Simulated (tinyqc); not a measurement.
Empirical pseudopotential in a few plane waves, step by step. Computed by tinyqc, a small Python program that keeps every step. Settings: plane-wave index or count = 15. Command: `OMP_NUM_THREADS=1 python tinyqc.py 24284 24285 out.jsonl` (the two numbers bound the seeds that draw the settings). One thread of a shared host (Intel(R) Xeon(R) Processor @ 2.60GHz), about 0.2 s of CPU time with the checks.

## Bloch Hamiltonian at k

Parameters chosen for this model: fcc lattice, atoms at +/- a/8 (1,1,1); form factors in rydberg at |G|^2 in units of (2 pi/a)^2:
```
parameter                 value      unit
a                      5.580000  angstrom
VS(3)                 -0.249000        Ry
VS(8)                  0.048000        Ry
VS(11)                 0.052000        Ry
VA(3)                  0.067000        Ry
VA(4)                  0.020000        Ry
VA(11)                 0.006000        Ry
hbar^2/2m (2 pi/a)^2   4.830747        eV
```

k point k (2 pi / a): [0.100000, -0.540000, -0.310000]

Basis: the 15 shortest G (labels in 2 pi/a), the same at every k. H(G,G') = c |k + G|^2 delta + VS(|G-G'|^2) cos((G-G').tau) + i VA sin((G-G').tau), tau = a/8 (1,1,1); 1 Ry = 13.605693 eV.

H(k) at k (eV):
```
                     +0+0+0               -1-1-1               -1-1+1               -1+1-1
+0+0+0             1.921188   2.395549+0.644585i  -2.395549+0.644585i  -2.395549+0.644585i
-1-1-1   2.395549-0.644585i            23.659548   0.000000-0.272114i   0.000000-0.272114i
-1-1+1  -2.395549-0.644585i   0.000000+0.272114i            17.669422             0.653073
-1+1-1  -2.395549-0.644585i   0.000000+0.272114i             0.653073            13.225135
-1+1+1  -2.395549+0.644585i            -0.653073   0.000000+0.272114i   0.000000+0.272114i
+1-1-1  -2.395549-0.644585i   0.000000+0.272114i             0.653073             0.653073
+1-1+1  -2.395549+0.644585i            -0.653073   0.000000+0.272114i             0.000000
+1+1-1  -2.395549+0.644585i            -0.653073             0.000000   0.000000+0.272114i
+1+1+1   2.395549+0.644585i             0.000000            -0.653073            -0.653073
-2+0+0   0.000000-0.272114i  -2.395549+0.644585i  -2.395549-0.644585i  -2.395549-0.644585i
+0-2+0   0.000000-0.272114i  -2.395549+0.644585i  -2.395549-0.644585i   0.500275-0.057724i
+0+0-2   0.000000-0.272114i  -2.395549+0.644585i   0.500275-0.057724i  -2.395549-0.644585i
+0+0+2   0.000000+0.272114i  -0.500275-0.057724i   2.395549+0.644585i  -0.500275+0.057724i
+0+2+0   0.000000+0.272114i  -0.500275-0.057724i  -0.500275+0.057724i   2.395549+0.644585i
+2+0+0   0.000000+0.272114i  -0.500275-0.057724i  -0.500275+0.057724i  -0.500275+0.057724i

                     -1+1+1               +1-1-1               +1-1+1               +1+1-1
+0+0+0  -2.395549-0.644585i  -2.395549+0.644585i  -2.395549-0.644585i  -2.395549-0.644585i
-1-1-1            -0.653073   0.000000-0.272114i            -0.653073            -0.653073
-1-1+1   0.000000-0.272114i             0.653073   0.000000-0.272114i             0.000000
-1+1-1   0.000000-0.272114i             0.653073             0.000000   0.000000-0.272114i
-1+1+1             7.235009             0.000000             0.653073             0.653073
+1-1-1             0.000000            25.591847   0.000000-0.272114i   0.000000-0.272114i
+1-1+1             0.653073   0.000000+0.272114i            19.601721             0.653073
+1+1-1             0.653073   0.000000+0.272114i             0.653073            15.157434
+1+1+1   0.000000+0.272114i            -0.653073   0.000000+0.272114i   0.000000+0.272114i
-2+0+0   2.395549-0.644585i   0.500275-0.057724i  -0.500275-0.057724i  -0.500275-0.057724i
+0-2+0  -0.500275-0.057724i  -2.395549-0.644585i   2.395549-0.644585i  -0.500275-0.057724i
+0+0-2  -0.500275-0.057724i  -2.395549-0.644585i  -0.500275-0.057724i   2.395549-0.644585i
+0+0+2  -2.395549+0.644585i  -0.500275+0.057724i  -2.395549+0.644585i   0.500275+0.057724i
+0+2+0  -2.395549+0.644585i  -0.500275+0.057724i   0.500275+0.057724i  -2.395549+0.644585i
+2+0+0   0.500275+0.057724i   2.395549+0.644585i  -2.395549+0.644585i  -2.395549+0.644585i

                     +1+1+1               -2+0+0               +0-2+0               +0+0-2
+0+0+0   2.395549-0.644585i   0.000000+0.272114i   0.000000+0.272114i   0.000000+0.272114i
-1-1-1             0.000000  -2.395549-0.644585i  -2.395549-0.644585i  -2.395549-0.644585i
-1-1+1            -0.653073  -2.395549+0.644585i  -2.395549+0.644585i   0.500275+0.057724i
-1+1-1            -0.653073  -2.395549+0.644585i   0.500275+0.057724i  -2.395549+0.644585i
-1+1+1   0.000000-0.272114i   2.395549+0.644585i  -0.500275+0.057724i  -0.500275+0.057724i
+1-1-1            -0.653073   0.500275+0.057724i  -2.395549+0.644585i  -2.395549+0.644585i
+1-1+1   0.000000-0.272114i  -0.500275+0.057724i   2.395549+0.644585i  -0.500275+0.057724i
+1+1-1   0.000000-0.272114i  -0.500275+0.057724i  -0.500275+0.057724i   2.395549+0.644585i
+1+1+1             9.167308  -0.500275-0.057724i  -0.500275-0.057724i  -0.500275-0.057724i
-2+0+0  -0.500275+0.057724i            19.311876             0.653073             0.653073
+0-2+0  -0.500275+0.057724i             0.653073            31.678587             0.653073
+0+0-2  -0.500275+0.057724i             0.653073             0.653073            27.234300
+0+0+2  -2.395549-0.644585i            -0.653073            -0.653073             0.000000
+0+2+0  -2.395549-0.644585i            -0.653073             0.000000            -0.653073
+2+0+0  -2.395549-0.644585i             0.000000            -0.653073            -0.653073

                     +0+0+2               +0+2+0               +2+0+0
+0+0+0   0.000000-0.272114i   0.000000-0.272114i   0.000000-0.272114i
-1-1-1  -0.500275+0.057724i  -0.500275+0.057724i  -0.500275+0.057724i
-1-1+1   2.395549-0.644585i  -0.500275-0.057724i  -0.500275-0.057724i
-1+1-1  -0.500275-0.057724i   2.395549-0.644585i  -0.500275-0.057724i
-1+1+1  -2.395549-0.644585i  -2.395549-0.644585i   0.500275-0.057724i
+1-1-1  -0.500275-0.057724i  -0.500275-0.057724i   2.395549-0.644585i
+1-1+1  -2.395549-0.644585i   0.500275-0.057724i  -2.395549-0.644585i
+1+1-1   0.500275-0.057724i  -2.395549-0.644585i  -2.395549-0.644585i
+1+1+1  -2.395549+0.644585i  -2.395549+0.644585i  -2.395549+0.644585i
-2+0+0            -0.653073            -0.653073             0.000000
+0-2+0            -0.653073             0.000000            -0.653073
+0+0-2             0.000000            -0.653073            -0.653073
+0+0+2            15.254049             0.653073             0.653073
+0+2+0             0.653073            10.809762             0.653073
+2+0+0             0.653073             0.653073            23.176473
```

## Levels at k

Diagonalise the Hermitian matrix.

eigenvalues (eV): [-1.392740, 4.967045, 7.725266, 8.737829, 13.706005, 14.661923, 15.679289, 16.638279, 18.974869, 21.745621, 22.601926, 24.767102, 27.276851, 29.682356, 34.922038]

## Bands along a path

The same steps at evenly spaced points between the labelled ones.

Bands along the path (eV), lowest eight:
```
k            band 1    band 2    band 3    band 4     band 5     band 6     band 7     band 8
L         -0.720935  3.447204  9.114373  9.114373  12.059086  14.860303  14.860303  19.731656
L-G 0.25  -1.369513  4.372652  9.136081  9.136081  12.116225  14.800034  14.800034  19.646582
L-G 0.50  -2.134048  6.167000  9.394017  9.394017  12.467860  14.808338  14.808338  17.217626
L-G 0.75  -2.657903  8.357045  9.771786  9.771786  12.846724  14.327954  14.327954  14.765550
G         -2.839770  9.979809  9.979809  9.979809  12.241284  13.954448  13.954448  13.954448
G-X 0.25  -2.596574  8.360604  9.402074  9.402074  13.332131  13.868279  14.950260  14.950260
G-X 0.50  -1.885650  6.156018  8.511916  8.511916  12.498249  14.056898  17.068528  17.068528
G-X 0.75  -0.797195  4.186808  7.943757  7.943757  12.007402  12.893798  19.633590  19.633590
X          0.189502  3.021097  7.861952  7.861952  11.786748  12.653555  22.501421  22.501421
```

With 4 band(s) filled, the highest filled level on these points lies at G and the lowest empty one at X: a gap of 1.8069 eV, indirect. This holds for the small fixed basis; with all plane waves up to |k + G|^2 = 21 (2 pi/a)^2 the gap along the path is 1.58 eV.

## Convergence with the number of plane waves

Levels at G counted from the fourth one.

Levels (eV):
```
plane waves     level 1   level 5   level 8
9            -16.206146  0.544228  3.081894
15           -12.819580  2.261475  3.974639
27           -12.147129  2.653968  3.825089
51           -12.159181  2.711359  3.910901
59           -12.178091  2.732361  3.728013
65           -12.185358  2.732368  3.701915
89           -12.159997  2.716446  3.722503
```
